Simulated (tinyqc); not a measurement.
Ellipsoidal valleys in the axes of a wafer and a channel, step by step. Values are carried at full precision from step to step, so a last printed digit may differ when a step is redone from the rounded ones.

Valleys with axes a along [111], [1-1-1], [-11-1] and [-1-11], one whole valley each; inverse mass tensor w = 1/mt + (1/ml - 1/mt) a a. Device axes: z = nz/|nz|, x = nx/|nx|, y = z cross x; in them a = (ax, ay, az). Confinement mass mz = 1/w_zz. In the plane w_ij is replaced by u_ij = w_ij - w_iz w_jz/w_zz (i, j = x, y); density-of-states mass md = 1/sqrt(det u); conductivity mass along x mc = 1/u_xx; ballistic transport mass mx = u_yy/det u, width mass my = 1/u_yy.

Constants: hbar^2/2m0 = 3.80998211 eV angstrom^2; kB = 8.617333262e-05 eV/K.

Inputs chosen for the exercise (near those of the L valleys of Ge; shifted at random, so the results belong to these values and not to a real crystal):
- ml = 1.536 m0 (longitudinal mass)
- mt = 0.083 m0 (transverse mass)
- nz = (1, 1, 0) (surface normal (confinement))
- nx = (1, -1, 0) (channel direction)
- t = 4.8 nm (thickness of the film)
- T = 400 K (temperature)

## Device axes and valley axes

Give the rows x, y, z in cubic components and each valley axis in device components.

device axes, rows x, y, z; columns [100], [010], [001]:
```
[[0.7071, -0.7071, 0.0000],
 [0.0000, 0.0000, -1.0000],
 [0.7071, 0.7071, 0.0000]]
```

valley axes, rows [111], [1-1-1], [-11-1], [-1-11]; columns ax, ay, az:
```
[[0.0000, -0.5774, 0.8165],
 [0.8165, 0.5774, 0.0000],
 [-0.8165, 0.5774, 0.0000],
 [0.0000, -0.5774, -0.8165]]
```

## Tensors of the valley [-11-1]

Form w and the reduced tensor u.

w (1/m0), rows x, y, z and columns alike:
```
[[4.4501, 5.3727, 0.0000],
 [5.3727, 8.2491, 0.0000],
 [0.0000, 0.0000, 12.0482]]
```

u (1/m0), rows x, y and columns alike:
```
[[4.4501, 5.3727],
 [5.3727, 8.2491]]
```

w_xz = w_yz = 0: the normal is a principal axis and u is the upper block of w.

## Masses of all valleys

Give mz, md, mc, mx and my.

Masses (m0):
```
valley       mz      md      mc      mx      my
[111]    0.2247  0.2170  0.0830  0.0830  0.5673
[1-1-1]  0.0830  0.3571  0.2247  1.0517  0.1212
[-11-1]  0.0830  0.3571  0.2247  1.0517  0.1212
[-1-11]  0.2247  0.2170  0.0830  0.0830  0.5673
```

mz md^2 = ml mt^2 = 0.01058 for every valley, so a heavy confinement mass comes with a small density of states. The heaviest mz is 0.225, for [111] and [-1-11].

## Subbands and shares in a film

Hard walls: E_n = c (n pi/t)^2/mz, c = hbar^2/2m0, n = 1, 2, 3. Non-degenerate share of a valley proportional to md sum_n exp(-E_n/kT); mean 1/mc = sum of share/mc. 1 nm = 10 angstrom.

Give the ladders, the shares and the mean conductivity mass.

Subbands:
```
valley   E1 (meV)  E2 (meV)  E3 (meV)  share
[111]        72.6     290.5     653.7  0.478
[1-1-1]     196.6     786.5    1769.7  0.022
[-11-1]     196.6     786.5    1769.7  0.022
[-1-11]      72.6     290.5     653.7  0.478
```

mean mc = 0.0853 m0

The lowest ladder ([111] and [-1-11]) holds 96 % of the electrons in these valleys, the next starts 124 meV higher.

## Checks

- mz md^2 against ml mt^2: they agree to 1e-10 or better.
- mx my against md^2: they agree to 1e-10 or better.

Computed by tinyqc, a small Python program: `OMP_NUM_THREADS=1 python tinyqc.py 1850660 1850661 out.jsonl` (the numbers bound the seed that draws the inputs); one thread of a shared host (Intel(R) Xeon(R) Processor @ 2.30GHz), about 0.01 s for the whole set of steps.
